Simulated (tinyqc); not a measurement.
MP2 on RHF in the 6-31g basis, for He, spin multiplicity 1, step by step. Computed by tinyqc, a small Python program that keeps every step (integrals from PySCF). Settings: charge = 0, multiplicity = 1, basis = 6-31g, method = RHF, energy threshold = 1e-10, iteration cap = 72, orthogonalisation = canonical, start = atomic densities, DIIS depth = 6. Command: `OMP_NUM_THREADS=1 python tinyqc.py 27086 27087 out.jsonl` (the two numbers bound the seeds that draw the settings). One thread of a shared host (Intel(R) Xeon(R) Processor @ 2.60GHz), about 0.07 s of CPU time with the checks. The early iterations of the SCF are left out here.

## One-electron integrals

Geometry (angstrom):
```
atom        x        y        z
He    0.00000  0.00000  0.00000
```

Basis 6-31g: exponents (1/bohr^2) and contraction coefficients of normalised primitives:
```
element  l (shell)  exponent  coefficient
He           s (1)  38.42163      0.04014
He           s (1)   5.77803      0.26125
He           s (1)   1.24177      0.79318
He           s (2)   0.29796      1.00000
```

Overlap, kinetic and nuclear-attraction integrals over the contracted functions; the nuclear repulsion is the sum of Za Zb / Rab.

nuclear repulsion = 0 hartree

overlap S, order 1He 1s, 1He 2s:
```
[[1.00000, 0.63415],
 [0.63415, 1.00000]]
```

kinetic energy T (hartree), order 1He 1s, 1He 2s:
```
[[2.92565, 0.46723],
 [0.46723, 0.44695]]
```

nuclear attraction V (hartree), order 1He 1s, 1He 2s:
```
[[-4.80528, -2.01364],
 [-2.01364, -1.74214]]
```

core Hamiltonian H = T + V (hartree), order 1He 1s, 1He 2s:
```
[[-1.87963, -1.54641],
 [-1.54641, -1.29519]]
```

## Two-electron integrals

Functions are numbered as in S; the eight-fold symmetry (ij|kl) = (ji|kl) = (kl|ij) leaves the list below.

Two-electron integrals (ij|kl) in chemists' order, unique and non-zero (hartree):
```
(11|11) 1.54394   (21|11) 0.78545   (21|21) 0.42703   (22|11) 0.80395
(22|21) 0.47619   (22|22) 0.61594
```

## Orthogonalisation

S = U s U^T; canonical form X = U s^(-1/2), so that X^T S X = 1. Each column of U has its largest component positive (the first on a tie).

eigenvalues of S: [0.36585, 1.63415]

X, order 1He 1s, 1He 2s:
```
[[1.16905, 0.55315],
 [-1.16905, 0.55315]]
```

## Starting guess

The start is atomic minimal-basis densities projected into this basis (PySCF's MINAO start) and scaled to the electron count of each spin; this density is not idempotent, so its energy is not variational and may lie below the converged one.

D at the start, order 1He 1s, 1He 2s:
```
[[0.69489, 0.60867],
 [0.60867, 0.53315]]
```

## Iteration 4 (converged): orbitals

converged F (hartree), order 1He 1s, 1He 2s:
```
[[-0.54922, -1.00037],
 [-1.00037, -0.42915]]
```

Diagonalise F' = X^T F X, C = X C', fill 1 alpha and 1 beta electrons from the bottom; D = 2 C_occ C_occ^T. Each column has its largest component positive (the first on a tie).

F' = X^T F X (hartree):
```
[[1.39725, -0.07764],
 [-0.07764, -0.91152]]
```

orbital energies (hartree): [-0.91413, 1.39986]

coefficients C, order 1He 1s, 1He 2s:
```
[[0.59208, -1.14982],
 [0.51359, 1.18696]]
```

D after iteration 4, order 1He 1s, 1He 2s:
```
[[0.70112, 0.60817],
 [0.60817, 0.52754]]
```

## Convergence

Stop when the energy changes by less than 1e-10 hartree and every element of the error matrix X^T (F D S - S D F) X is below 3e-06.

Course of the cycle:
```
iteration  E (hartree)     change  largest element of the error matrix
1           -2.8551379          -                             9.81e-03
2           -2.8551603  -2.24e-05                             7.42e-04
3           -2.8551604  -1.29e-07                             5.57e-08
4           -2.8551604  -8.88e-16                             2.56e-08
```

PySCF RHF in the same basis = -2.8551604 hartree

Converged in 4 iterations.

## Populations

Mulliken: Z minus the diagonal of D S on the atom; Loewdin: the same with S^(1/2) D S^(1/2).

Charges (e):
```
atom  Mulliken  Loewdin
1He          0        0
```

## Integrals over molecular orbitals

(pq|rs) = sum C_ip C_jq C_kr C_ls (ij|kl), one index at a time.

one-electron integrals over orbitals h = C^T H C (hartree):
```
[[-1.94103, 0.31649],
 [0.31649, -0.08874]]
```

Two-electron integrals over orbitals (pq|rs), unique and non-zero (hartree):
```
(11|11) 1.02691    (21|11) -0.31649   (21|21) 0.22767    (22|11) 0.85813
(22|21) -0.25555   (22|22) 0.76636
```

## Second-order Moller-Plesset energy

Hartree-Fock energy = -2.8551604 hartree

E2 = sum_ijab (ia|jb) [2 (ia|jb) - (ib|ja)] / (e_i + e_j - e_a - e_b) over occupied i, j and virtual a, b; the opposite-spin part is (ia|jb)^2 / denominator, the rest is same-spin, and SCS-MP2 scales them by 6/5 and 1/3.

Terms:
```
i  j  a  b  (ia|jb)  (ib|ja)  denominator      term
1  1  2  2  0.22767  0.22767     -4.62797  -0.01120
```

Pair energies (hartree; pair i-j sums ij and ji):
```
pair  opposite spin  same spin
1-1        -0.01120    0.00000
```

MP2 correlation energy = -0.0112001 hartree

SCS-MP2 correlation energy = -0.0134401 hartree

MP2 total energy = -2.8663605 hartree
